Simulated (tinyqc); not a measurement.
Resistance of a source-drain extension with a graded tip: one step of the calculation.

y runs along the channel, the gate covers y > 0. The doping is N0 for y < y0 and N0 10^(-(y - y0)/la) beyond, uniform over the depth xj. Sheet conductance s(y) = q mu(N) max(N - Nch, 0) xj + (for y > 0) ma Cox Vo, with mu(N) = u0 + (u1 - u0)/(1 + (N/Nr)^au) and Cox = eps0 eox/tox. Current is taken as one-dimensional; depletion of the tip, spreading and the contact are left out. The metallurgical junction lies at yj, where N = Nch.

Problem. Resistance of the overlapped part. Midpoint rule on 8 equal steps from 0 to yj: R_ov = sum h/s(y), per width.

Parameters, values chosen for the exercise; mobility law close to that of electrons in silicon: relative permittivity of the gate insulator (close to silicon nitride) eox = 7.67; insulator thickness tox = 2.2 nm; active doping of the extension far from the gate N0 = 5.6e19 cm^-3; lateral abruptness la = 4.1 nm/decade; position under the gate where the fall begins (gate edge at 0) y0 = 1.6 nm; depth of the extension xj = 19 nm; channel doping Nch = 2e18 cm^-3; gate overdrive Vo = 0.49 V; mobility of the gate-induced layer ma = 140 cm^2/(V s); mobility at low doping u1 = 1414 cm^2/(V s); mobility at high doping u0 = 68.5 cm^2/(V s); reference doping Nr = 9.2e16 cm^-3; exponent au = 0.711.

Constants: q = 1.602176634e-19 C, eps0 = 8.8541878128e-14 F/cm where lengths are in cm. Results are converted to the units shown.

Wanted: y; N; doped conductance; sheet resistance; R_ov.

Solution.

| point | y (nm) | N (cm^-3) | doped conductance (uS) | sheet resistance (ohm/square) |
|---|---|---|---|---|
| 0 | 0.4708 | 5.600e19 | 1355 | 638.1 |
| 1 | 1.413 | 5.600e19 | 1355 | 638.1 |
| 2 | 2.354 | 3.666e19 | 921.1 | 882.7 |
| 3 | 3.296 | 2.161e19 | 571.1 | 1277 |
| 4 | 4.238 | 1.273e19 | 352.0 | 1774 |
| 5 | 5.179 | 7.503e18 | 209.2 | 2375 |
| 6 | 6.121 | 4.421e18 | 109.9 | 3109 |
| 7 | 7.063 | 2.605e18 | 33.68 | 4074 |

R_ov = 13.91 ohm um

tinyqc, about 0.03 s, one thread, Intel Xeon 2.30GHz (shared host): `OMP_NUM_THREADS=1 python tinyqc.py 2282062 2282063 out.jsonl`
